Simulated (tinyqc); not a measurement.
## Inductance and parasitic capacitance from two readings

Problem. A loss-free coil L in parallel with C shows the apparent inductance L/(1 - w^2 L C), w = 2 pi f. Find L, C and the self-resonance 1/(2 pi sqrt(L C)).

apparent inductance at 4.2 and 9.8 GHz (nH): 4.1251692  8.4309937

Solution. The inverse of the reading is 1/L - w^2 C, a straight line in w^2.

L = 3.70 nH
C = 40.0 fF
self-resonance = 13.1 GHz

Computed by the program tinyqc: `OMP_NUM_THREADS=1 python tinyqc.py 2302212 2302213 out.jsonl`, one thread of a shared Intel Xeon 2.30GHz, about 0.01 s for the whole run.
